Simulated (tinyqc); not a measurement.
Carrier lifetime from Shockley-Read-Hall, radiative, Auger and surface recombination: one step, computed by the program tinyqc.

Energies are counted from the top of the valence band. Boltzmann statistics, full ionisation, and equal excess densities of electrons and holes.

Problem. Capture times and SRH densities. v = sqrt(3 k_B T/m) with m_e or m_h; tau_n0 = 1/(sigma_n v_n N_t), tau_p0 = 1/(sigma_p v_p N_t); n1 = N_c exp(-(E_g - E_t)/k_B T), p1 = N_v exp(-E_t/k_B T).

Inputs (values chosen for the exercise, with bands modelled on ZnO):
```
quantity                          value   unit
gap E_g                            3.45     eV
electron mass m_e                  0.27    m_0
hole mass m_h                     0.782    m_0
temperature T                       400      K
trap level E_t                     1.88     eV
trap density N_t                3.3e+12  cm^-3
electron cross-section sigma_n  7.5e-14   cm^2
hole cross-section sigma_p      2.7e-14   cm^2
```

Doping: n-type. Surface term: none.

N_c = 5.420330e+18 cm^-3

N_v = 2.671716e+19 cm^-3

Constants: k_B = 1.380649e-23 J/K; m_0 = 9.1093837015e-31 kg; k_B = 8.617333262e-05 eV/K.

Give: v_n; v_p; tau_n0; tau_p0; n1; p1.

Solution.

v_n = 2.5954e+07 cm/s

v_p = 1.5251e+07 cm/s

tau_n0 = 1.5568e-07 s

tau_p0 = 7.3593e-07 s

n1 = 0.089721 cm^-3

p1 = 5.4933e-05 cm^-3
